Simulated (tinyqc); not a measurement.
Interface traps from C-V curves, high-low and Terman methods: an error in the doping read as traps.

MOS capacitor on an n-type substrate; psi is the band bending, negative in depletion; only majority carriers are counted. At the bending psi the Fermi level lies y = xi - psi below the conduction edge at the surface, xi = Vt ln(Nc/Nd). Dit(y) = D0 + D1 exp(-y/E1); traps fill up to the Fermi level, follow the bias and a slow signal, and do not follow a fast one. V is the gate voltage from flat band.

Cox = 3.9 eps0/EOT, LD = sqrt(eps0 eps_r Vt/(q Nd)), u = psi/Vt, Cd = (eps0 eps_r/(sqrt(2) LD)) |exp(u) - 1|/sqrt(exp(u) - u - 1). Ideal V0 = psi - sqrt(2) (eps0 eps_r Vt/LD) sqrt(exp(u) - u - 1)/Cox for psi < 0; the traps add dV = (q/Cox) times the integral of Dit from 0 to psi = (q/Cox) [D0 psi + D1 E1 exp(-xi/E1) (exp(psi/E1) - 1)]. 1/C_HF = 1/Cox + 1/Cd, 1/C_LF = 1/Cox + 1/(Cd + q Dit). The sample has Nd; the ideal curve is drawn with Nd (1 + e). At the true psi = -0.131 V the measured C_HF is matched to the ideal curve, which gives psi', and Dit = (Cox/q) [dV/dpsi' - 1 - Cd'(psi')/Cox], derivatives exact.

Values chosen for this exercise; band and dielectric values those of a made-up semiconductor: temperature T = 200 K; relative permittivity eps_r = 13; conduction-band density of states at T Nc = 1.44e17 cm^-3; donor density Nd = 1.4e16 cm^-3; equivalent oxide thickness EOT = 2 nm; trap density far from the band edge D0 = 2.7e11 cm^-2 eV^-1; band-tail density at the conduction edge D1 = 7.6e12 cm^-2 eV^-1; decay energy of the tail E1 = 0.18 eV.

Constants: q = 1.602176634e-19 C, kB = 1.380649e-23 J/K, Vt = kB T/q, eps0 = 8.8541878128e-14 F/cm where lengths are in cm. Results are converted to the units shown.

The same in every row: true Dit (cm^-2 eV^-1) = 3.206e12.

An error in the doping read as traps:
```
e      psi' (V)  apparent Dit (cm^-2 eV^-1)
-0.15   -0.1138                    5.656e12
-0.1    -0.1195                    4.760e12
-0.05   -0.1253                    3.947e12
-0.02   -0.1287                    3.495e12
0       -0.1310                    3.206e12
0.02    -0.1333                    2.929e12
0.05    -0.1367                    2.530e12
0.1     -0.1424                    1.910e12
0.15    -0.1482                    1.341e12
```

The apparent Dit falls from 5.66e12 to 1.34e12 cm^-2 eV^-1, against the true 3.21e12. An error of +5 % in the doping shifts it by -6.77e11 cm^-2 eV^-1, 21.1 % of the true value.

Range of the model: In a narrow-gap semiconductor minority carriers respond as well once the bending nears the inversion point; they are left out.

tinyqc, about 0.01 s, one thread, Intel Xeon 2.30GHz (shared host): `OMP_NUM_THREADS=1 python tinyqc.py 2030080 2030081 out.jsonl`
